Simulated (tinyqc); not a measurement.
# Electron continuity equation in a given potential, Scharfetter-Gummel discretisation: error of the current against the mesh

Steady state in one dimension: J = q mu n E + q D dn/dx with E = -dpsi/dx and D = mu Vt, dJ/dx = q (n/tau - G), fixed densities nL and nR at the ends. The potential is given, psi = U x/L - Ub exp(-((x/L - xb)/sb)^2), and is not changed by the electrons.

Fluxes J_i = (q D/h)(n_(i+1) P_i - n_i Q_i), d_i = (psi_(i+1) - psi_i)/Vt: Scharfetter-Gummel P = B(d), Q = B(-d), B(d) = d/(exp(d) - 1); central P = 1 - d/2, Q = 1 + d/2; upwind P = 1 + max(-d, 0), Q = 1 + max(d, 0). Balance at each inner node: J_i - J_(i-1) = q h (n_i/tau - G). The reference is Scharfetter-Gummel on 4000 intervals or more. Errors are those of J on the first interval against the reference at its midpoint; errors under 1e-6 % are printed as 0.

Parameters, values chosen for the exercise; mobility close to that of silicon at room temperature: temperature T = 300 K; electron mobility mu = 1380 cm^2/(V s); length of the region L = 8.1 um; density at x = 0 nL = 3.4e13 cm^-3; density at x = L nR = 0 cm^-3; lifetime tau = 2.9e-8 s; uniform generation rate G = 6.5e21 cm^-3 s^-1; potential difference psi(L) - psi(0) U = 0.049 V; depth of the dip in psi (a barrier for electrons) Ub = 0.12 V; position of the barrier over L xb = 0.63; width of the barrier over L sb = 0.12.

Constants: q = 1.602176634e-19 C, kB = 1.380649e-23 J/K, Vt = kB T/q. Results are converted to the units shown.

Error of the current against the mesh:
```
N    largest |d|  reference J (A/cm^2)  SG error (%)  central error (%)  upwind error (%)
5          4.116                0.2434         -20.2               -885              -188
10         2.869                0.2761         -8.86                140              -114
20         1.690                0.2929         -2.12               11.0             -53.7
40        0.8701                0.3015        -0.522               2.54             -28.7
80        0.4369                0.3058        -0.129              0.618             -14.1
160       0.2191                0.3079       -0.0320              0.153             -6.93
```

From N = 80 to 160 the error shrinks by 4.0 (Scharfetter-Gummel), 4.0 (central), 2.0 (upwind); 4 marks second order and 2 first order. At N = 5 the errors are -20, -890 and -190 %. The central densities go negative for N = 5, 10, so its current there is not to be trusted, whatever its error.

tinyqc, about 0.01 s, one thread, Intel Xeon 2.30GHz (shared host): `OMP_NUM_THREADS=1 python tinyqc.py 2220056 2220057 out.jsonl`
